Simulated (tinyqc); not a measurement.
Finnis-Sinclair potential for a bcc metal: fit to cohesion and elasticity, then vacancy, surfaces and structure: one step, computed by the program tinyqc.

E = (1/2) sum V(r) - A sqrt(rho), rho = sum phi(r), phi = (r - d)^2 for r < d, V = (r - c)^2 (c0 + c1 r + c2 r^2) for r < c. In bcc the 8 first neighbours lie at sqrt(3) a/2 and the 6 second at a; both cut-offs lie below the third shell; Omega = a^3/2; E is per atom and z the number of atoms in a shell. The four constants A, c0, c1, c2 are fitted to E_c, zero pressure, B and C12 - C44 alone, so C44 and C11 - C12 are not matched singly; defects are unrelaxed.

Question. Three linear equations for c0, c1, c2. With v_k = (r - c)^2 r^k the rows are (1/2) sum z v_k, (1/2) sum z r v_k' and (1/2) sum z r^2 v_k''. With rho1 = sum z r phi' and rho2 = sum z r^2 phi'' the right-hand sides are: -E_c + A sqrt(rho) (cohesion); A rho1/(2 sqrt(rho)) (zero pressure); 9 B Omega + A [rho2/(2 sqrt(rho)) - rho1^2/(4 rho^(3/2))] with B = (C11 + 2 C12)/3.

Inputs (values chosen for the exercise, modelled on niobium):
```
quantity             value      unit
lattice constant a     3.3  angstrom
cohesive energy E_c   7.42        eV
target C11             243       GPa
target C12             132       GPa
pair cut-off c/a     1.254         -
```

rho = 11.18017 angstrom^2

A = 2.953170 eV/angstrom

rho1 = -72.58945 angstrom^2

rho2 = 261.36 angstrom^2

Constants: 1 eV/angstrom^3 = 160.2176634 GPa.

Give: matrix; right-hand side.

Answer.

matrix:
```
                  c0       c1       c2
cohesion        8.66    25.69    76.51
pressure      -45.87  -112.73  -266.80
bulk modulus  130.68   125.51  -281.02
```

right-hand side (eV): 2.45  -32.06  181.93
